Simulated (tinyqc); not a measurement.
# Conversion gain and read noise from the photon-transfer curve

Problem. Temporal variance = CG x mean output + vn^2 (dark signal removed), CG = q As/Cf. Find CG, vn, the read noise in electrons and Cf.

Values chosen for this exercise: source-follower gain As = 0.89.

Constants: q = 1.602176634e-19 C. Results are converted to the units shown.

temporal variance at mean outputs of 71 and 430 mV (mV^2): [17.21718331, 103.9818369]

Solution. Poisson statistics make the slope equal to CG; the intercept is vn^2.

CG = 242 uV/electron
vn = 240 uV
read noise = 0.993 electrons
Cf = 0.590 fF

tinyqc, about 0.01 s, one thread, Intel Xeon 2.30GHz (shared host): `OMP_NUM_THREADS=1 python tinyqc.py 2630032 2630033 out.jsonl`
